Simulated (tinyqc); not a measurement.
Implant damage, amorphisation by cascade overlap, and solid-phase epitaxial regrowth: one step, computed by the program tinyqc. Command: `OMP_NUM_THREADS=1 python tinyqc.py 3114181 3114182 out.jsonl sper walk`. One thread of a shared host (Intel(R) Xeon(R) Processor @ 2.30GHz), about 0.01 s of CPU time with the checks.

Range and width of the damage are inputs. Dynamic annealing enters only through the surviving share f.

Question. Damage energy and displacements per ion. Robinson partition: eps = E a M2/(Z1 Z2 (e^2/(4 pi eps_0)) (M1 + M2)), a = 0.8853 a_0/sqrt(Z1^(2/3) + Z2^(2/3)); k = 0.0793 Z1^(2/3) Z2^(1/2) (M1 + M2)^(3/2)/((Z1^(2/3) + Z2^(2/3))^(3/4) M1^(3/2) M2^(1/2)); damage energy T_d = E/(1 + k (eps + 0.40244 eps^(3/4) + 3.4008 eps^(1/6))); displacements nu = 0.8 T_d/(2 E_d).

Inputs (values chosen for the exercise, modelled on phosphorus ions in silicon): ion Z1 = 15; ion mass M1 = 31 u; target Z2 = 14; target mass M2 = 28.09 u; ion energy E = 16 keV; displacement energy E_d = 14 eV.

Constants: a_0 = 0.529177210903 angstrom; e^2/(4 pi eps_0) = 14.39964548 eV angstrom.

Give: reduced energy eps; k; damage energy T_d; T_d/E; displacements per ion nu.

Answer.

reduced energy eps = 0.3417

k = 0.1399

damage energy T_d = 10.88 keV

T_d/E = 0.6799

displacements per ion nu = 310.8

32 % of the energy goes to electrons.
